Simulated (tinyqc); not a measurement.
# Worked calculation: MOS inversion layer, Poisson-Schroedinger loop

Numbers from tinyqc (`OMP_NUM_THREADS=1 python tinyqc.py 2160077 2160078 out.jsonl`; about 1 s on one thread of a shared Intel Xeon 2.30GHz). Printed values are rounded.

Electrons confined at an insulator interface at z = 0, treated as a hard wall; parabolic valleys, Hartree approximation, no image or exchange terms. The depletion charge lies far deeper than the electrons and gives a uniform field q Nd/(eps0 eps_r); the gate balances all charge. Energies are counted from the band edge at the interface.

Parameters, values chosen for the exercise; masses and permittivity close to those of silicon (100):
```
symbol,value,unit,meaning
T,200,K,temperature
eps_r,11.6,,relative permittivity
mz1,0.922,m0,mass along z of valley set A (2 valley(s))
md1,0.191,m0,in-plane density-of-states mass of set A
mz2,0.19,m0,mass along z of valley set B (4 valley(s))
md2,0.414,m0,in-plane density-of-states mass of set B
Ns,6.2e11,cm^-2,sheet density of electrons
Nd,1.4e11,cm^-2,sheet density of depletion charge
dE,0.02,eV,extra shift of set B (strain)
hz,2.1,nm,mesh step
a,1,,mixing factor
```

Constants: q = 1.602176634e-19 C, kB = 1.380649e-23 J/K, hbar = 1.054571817e-34 J s, m0 = 9.1093837015e-31 kg, Vt = kB T/q, eps0 = 8.8541878128e-14 F/cm where lengths are in cm, hbar^2/(2 m0) = 0.0380998212 eV nm^2. Results are converted to the units shown.

## Fixed part of the potential

| node | z (nm) |
|---|---|
| 1 | 2.1 |
| 2 | 4.2 |
| 3 | 6.3 |
| 4 | 8.4 |
| 5 | 10.5 |
| 6 | 12.6 |
| 7 | 14.7 |
| 8 | 16.8 |
| 9 | 18.9 |
| 10 | 21 |
| 11 | 23.1 |
| 12 | 25.2 |
| 13 | 27.3 |
| 14 | 29.4 |

V0 = q Nd z/(eps0 eps_r) in eV.

| node | fixed potential V0 (eV) |
|---|---|
| 1 | 0.0045862 |
| 2 | 0.0091724 |
| 3 | 0.0137585 |
| 4 | 0.0183447 |
| 5 | 0.0229309 |
| 6 | 0.0275171 |
| 7 | 0.0321033 |
| 8 | 0.0366894 |
| 9 | 0.0412756 |
| 10 | 0.0458618 |
| 11 | 0.0504480 |
| 12 | 0.0550341 |
| 13 | 0.0596203 |
| 14 | 0.0642065 |

## Round 1: levels and probability densities

| node | self-consistent potential U at the start (eV) |
|---|---|
| 1 | 0 |
| 2 | 0 |
| 3 | 0 |
| 4 | 0 |
| 5 | 0 |
| 6 | 0 |
| 7 | 0 |
| 8 | 0 |
| 9 | 0 |
| 10 | 0 |
| 11 | 0 |
| 12 | 0 |
| 13 | 0 |
| 14 | 0 |

Tridiagonal Hamiltonian with psi = 0 one step beyond both ends: H_ii = C (1/m_(i-1/2) + 1/m_(i+1/2))/hz^2 + V0_i + U_i (+ dE for the set B), H_(i,i+1) = -C/(m_(i+1/2) hz^2), C = hbar^2/(2 m0). The lowest 2 level(s) of each valley set are kept, normalised to hz sum |psi|^2 = 1. The mass is the same on all intervals.

levels (eV): A1 0.0132816, A2 0.0226902, B1 0.0428411, B2 0.0596646

| node | \|psi\|^2 of A1 (1/nm) | \|psi\|^2 of A2 (1/nm) | \|psi\|^2 of B1 (1/nm) | \|psi\|^2 of B2 (1/nm) |
|---|---|---|---|---|
| 1 | 0.175464 | 0.129375 | 0.043939 | 0.0408616 |
| 2 | 0.201650 | 0.000597 | 0.112278 | 0.0616736 |
| 3 | 0.079692 | 0.119763 | 0.129467 | 0.0163852 |
| 4 | 0.016877 | 0.149538 | 0.097768 | 0.0042590 |
| 5 | 0.002277 | 0.061505 | 0.055049 | 0.0519508 |
| 6 | 0.000215 | 0.013380 | 0.024659 | 0.0940734 |
| 7 | 0.000015 | 0.001843 | 0.009137 | 0.0921496 |
| 8 | 0.000001 | 0.000177 | 0.002875 | 0.0624647 |
| 9 | 0.000000 | 0.000013 | 0.000783 | 0.0323800 |
| 10 | 0.000000 | 0.000001 | 0.000187 | 0.0135338 |
| 11 | 0.000000 | 0.000000 | 0.000040 | 0.0047032 |
| 12 | 0.000000 | 0.000000 | 0.000007 | 0.0013756 |
| 13 | 0.000000 | 0.000000 | 0.000001 | 0.0003289 |
| 14 | 0.000000 | 0.000000 | 0.000000 | 0.0000510 |

## Round 1: Fermi level and occupations

Level k holds N_k = D_k Vt ln(1 + exp((EF - E_k)/Vt)) with D = 2 md1 m0 q/(pi hbar^2) for the set A, D = 4 md2 m0 q/(pi hbar^2) for the set B per eV (spin included); EF is fixed by sum N_k = Ns.

EF = -0.0288019 eV
N_k (cm^-2): A1 2.29438e11, A2 1.35238e11, B1 1.85208e11, B2 7.01172e10

## Round 1: density, output potential and mixing

n_i = sum_k N_k |psi_k|^2 (converted to cm^-3). Hartree part by Gauss: on the interval before node i the electrons still beyond are S_i = Ns - hz sum_(j<i) n_j, and U_i = U_(i-1) + q S_i hz/(eps0 eps_r) in eV, U_0 = 0 at the interface. Mixing: U(new) = U + a (U(out) - U).

| node | n (1e17 cm^-3) | U(out) (eV) | U after round 1 (eV) |
|---|---|---|---|
| 1 | 6.87574 | 0.0203102 | 0.0203102 |
| 2 | 7.14660 | 0.0358904 | 0.0358904 |
| 3 | 5.96079 | 0.0465543 | 0.0465543 |
| 4 | 4.25014 | 0.0531176 | 0.0531176 |
| 5 | 2.26782 | 0.0567571 | 0.0567571 |
| 6 | 1.30220 | 0.0588365 | 0.0588365 |
| 7 | 0.84062 | 0.0600201 | 0.0600201 |
| 8 | 0.49364 | 0.0606254 | 0.0606254 |
| 9 | 0.24170 | 0.0608911 | 0.0608911 |
| 10 | 0.09837 | 0.0609906 | 0.0609906 |
| 11 | 0.03371 | 0.0610223 | 0.0610223 |
| 12 | 0.00978 | 0.0610309 | 0.0610309 |
| 13 | 0.00233 | 0.0610328 | 0.0610328 |
| 14 | 0.00036 | 0.0610330 | 0.0610330 |

## Round 2: levels and probability densities

As before.

levels (eV): A1 0.039619, A2 0.062079, B1 0.082943, B2 0.111529

| node | \|psi\|^2 of A1 (1/nm) | \|psi\|^2 of A2 (1/nm) | \|psi\|^2 of B1 (1/nm) | \|psi\|^2 of B2 (1/nm) |
|---|---|---|---|---|
| 1 | 0.398254 | 0.068044 | 0.136675 | 0.066512 |
| 2 | 0.073229 | 0.263577 | 0.184947 | 0.019008 |
| 3 | 0.004537 | 0.126256 | 0.103236 | 0.015141 |
| 4 | 0.000166 | 0.016971 | 0.037623 | 0.089696 |
| 5 | 0.000004 | 0.001273 | 0.010603 | 0.118174 |
| 6 | 0.000000 | 0.000066 | 0.002490 | 0.089109 |
| 7 | 0.000000 | 0.000003 | 0.000507 | 0.048084 |
| 8 | 0.000000 | 0.000000 | 0.000092 | 0.020424 |
| 9 | 0.000000 | 0.000000 | 0.000015 | 0.007179 |
| 10 | 0.000000 | 0.000000 | 0.000002 | 0.002150 |
| 11 | 0.000000 | 0.000000 | 0.000000 | 0.000558 |
| 12 | 0.000000 | 0.000000 | 0.000000 | 0.000127 |
| 13 | 0.000000 | 0.000000 | 0.000000 | 0.000024 |
| 14 | 0.000000 | 0.000000 | 0.000000 | 0.000003 |

## Round 2: Fermi level and occupations

As before.

EF = 0.00564446 eV
N_k (cm^-2): A1 3.58609e11, A2 1.02137e11, B1 1.33685e11, B2 2.55688e10

## Round 2: density, output potential and mixing

As before.

| node | n (1e18 cm^-3) | U(out) (eV) | U after round 2 (eV) |
|---|---|---|---|
| 1 | 1.69740 | 0.0203102 | 0.0203102 |
| 2 | 0.78392 | 0.0289436 | 0.0289436 |
| 3 | 0.28711 | 0.0321842 | 0.0321842 |
| 4 | 0.09116 | 0.0334497 | 0.0334497 |
| 5 | 0.04571 | 0.0340880 | 0.0340880 |
| 6 | 0.02618 | 0.0344120 | 0.0344120 |
| 7 | 0.01297 | 0.0345558 | 0.0345558 |
| 8 | 0.00534 | 0.0346104 | 0.0346104 |
| 9 | 0.00186 | 0.0346282 | 0.0346282 |
| 10 | 0.00055 | 0.0346333 | 0.0346333 |
| 11 | 0.00014 | 0.0346345 | 0.0346345 |
| 12 | 0.00003 | 0.0346348 | 0.0346348 |
| 13 | 0.00001 | 0.0346349 | 0.0346349 |
| 14 | 0.00000 | 0.0346349 | 0.0346349 |

## Course of the self-consistent loop

Start from U = 0. Stop when the largest |U(out) - U| is below 1e-7 eV, or after 120 rounds.

Course of the iteration:

| round | level A1 (eV) | EF (eV) | largest \|U(out) - U\| (eV) |
|---|---|---|---|
| 1 | 0.0132816 | -0.0288019 | 0.0610 |
| 2 | 0.0396190 | 0.00564446 | 0.0264 |
| 3 | 0.0378933 | -6.84906e-4 | 0.0136 |
| 4 | 0.0389227 | 0.00303922 | 8.53e-3 |
| 5 | 0.0383814 | 9.47900e-4 | 4.84e-3 |
| 6 | 0.0387082 | 0.00219783 | 2.93e-3 |
| 7 | 0.0385199 | 0.00146708 | 1.71e-3 |
| 8 | 0.0386326 | 0.00190202 | 1.02e-3 |
| 9 | 0.0385664 | 0.00164542 | 6.02e-4 |
| ... | ... | ... | ... |
| 18 | 0.0385914 | 0.00174202 | 5.41e-6 |
| 19 | 0.0385910 | 0.00174066 | 3.20e-6 |
| 20 | 0.0385912 | 0.00174146 | 1.90e-6 |
| 21 | 0.0385911 | 0.00174099 | 1.12e-6 |
| 22 | 0.0385912 | 0.00174127 | 6.66e-7 |
| 23 | 0.0385911 | 0.00174110 | 3.94e-7 |
| 24 | 0.0385912 | 0.00174120 | 2.34e-7 |
| 25 | 0.0385911 | 0.00174114 | 1.38e-7 |
| 26 | 0.0385911 | 0.00174118 | 8.19e-8 |

Converged in 26 rounds. Towards the end the residual shrinks by a factor of about 0.59 a round.

## Converged levels, occupations and centroid

| node | converged U (eV) |
|---|---|
| 1 | 0.0203102 |
| 2 | 0.0311775 |
| 3 | 0.0368688 |
| 4 | 0.0395872 |
| 5 | 0.0410716 |
| 6 | 0.0419306 |
| 7 | 0.0423806 |
| 8 | 0.0425825 |
| 9 | 0.0426598 |
| 10 | 0.0426852 |
| 11 | 0.0426924 |
| 12 | 0.0426942 |
| 13 | 0.0426945 |
| 14 | 0.0426946 |

Solve for the levels with V0 + U, find EF, n_i = sum_k N_k |psi_k|^2 (in cm^-3); share of each level N_k/Ns; centroid sum n z/sum n.

levels (eV): A1 0.0385911, A2 0.0558430, B1 0.0767454, B2 0.0981340
EF = 0.00174118 eV
shares (%): A1 49.4279, A2 18.8115, B1 24.6129, B2 7.1477

| node | n (1e18 cm^-3) |
|---|---|
| 1 | 1.37267 |
| 2 | 0.75241 |
| 3 | 0.43214 |
| 4 | 0.17939 |
| 5 | 0.09091 |
| 6 | 0.05945 |
| 7 | 0.03605 |
| 8 | 0.01812 |
| 9 | 0.00754 |
| 10 | 0.00264 |
| 11 | 0.00079 |
| 12 | 0.00020 |
| 13 | 0.00004 |
| 14 | 0.00001 |

centroid = 4.41445 nm

An 800-node mesh to 50 nm with 8 levels a set gives A1 = 0.03873 eV, EF = -3.658e-5 eV and a centroid of 5.573 nm; the levels kept above hold 82.3 % of the electrons there. The coarse centroid is 21 % below the fine one.

## Closed-form estimates

Triangular well: E_k = a_k (C F^2/mz)^(1/3), a_1 = 2.338107, a_2 = 4.087949, C = hbar^2/(2 m0), F in eV/nm. Fang-Howard (all electrons in the lowest level of set A): b^3 = 6 (mz1/C) q (Nd + 11 Ns/32)/(eps0 eps_r), centroid 3/b, level C b^2/(4 mz1) + (3/b) q (Nd + 11 Ns/16)/(eps0 eps_r). Use F = q (Nd + Ns)/(eps0 eps_r), the surface field, and F = q (Nd + Ns/2)/(eps0 eps_r).

A1 with the surface field = 0.0420281 eV
A1 with Nd + Ns/2 = 0.0296351 eV
A2 with Nd + Ns/2 = 0.0518140 eV
b = 0.928248 1/nm
Fang-Howard centroid = 3.23190 nm
Fang-Howard level = 0.0374490 eV

Against the self-consistent A1 = 0.03873 eV on a fine mesh, the surface-field estimate is 8.5 % above it, the half-charge one 23 % below it and Fang-Howard 3.3 % below it. A1 holds 44.5 % of the electrons, and the Fang-Howard centroid is 42 % below the full one.
